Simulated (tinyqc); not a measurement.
From results back to parameters: periodic multilayer mirror for extreme ultraviolet light. Three cases, with inputs chosen for the exercise.

Problem. With a mean index 1 - dm the Bragg wavelength is lam_B = 2 L sqrt((1 - dm)^2 - sin^2 theta). It is given at 0 degrees and at th2; L and dm are hidden. Then the absorber share is Gm = (dm - delta_S)/(delta_A - delta_S), with the first entries of dS and dA; L is the period.

Case 1.

Values chosen (out of a larger set: optical constants near those of Mo and Si at 13.5 nm; not measured data):
- th2 = 15 degrees (second angle)
- dA = (0.0743, 0.00679) (delta and beta of the absorber, N = 1 - delta + i beta)
- dS = (0.0009, 0.00177) (delta and beta of the spacer and the substrate)

lam_B at 0 = 13.542984 nm
lam_B at th2 = 13.046370 nm

Case 2.

Values chosen (out of a larger set: optical constants near those of Mo and Si at 13.5 nm; not measured data):
- th2 = 15 degrees (second angle)
- dA = (0.0751, 0.00695) (delta and beta of the absorber, N = 1 - delta + i beta)
- dS = (0.0012, 0.00191) (delta and beta of the spacer and the substrate)

lam_B at 0 = 13.661568 nm
lam_B at th2 = 13.160817 nm

Case 3.

Values chosen (out of a larger set: optical constants near those of Mo and Si at 13.5 nm; not measured data):
- th2 = 15 degrees (second angle)
- dA = (0.0773, 0.00661) (delta and beta of the absorber, N = 1 - delta + i beta)
- dS = (0.0009, 0.00172) (delta and beta of the spacer and the substrate)

lam_B at 0 = 13.303474 nm
lam_B at th2 = 12.825088 nm

Find: L; dm; Gm.

Solution. The difference of the squares is 4 L^2 sin^2(th2); then 1 - dm = lam_B(0)/(2 L).

Case 1.

L = 7.020 nm
dm = 0.0354
Gm = 0.47

Case 2.

L = 7.080 nm
dm = 0.0352
Gm = 0.46

Case 3.

L = 6.830 nm
dm = 0.0261
Gm = 0.33

Computed by tinyqc, one run a case: `OMP_NUM_THREADS=1 python tinyqc.py N N+1 out.jsonl` with N = 1651359, 1651417, 1651476; one thread of a shared Intel(R) Xeon(R) Processor @ 2.30GHz, about 0.01 s a run at most.
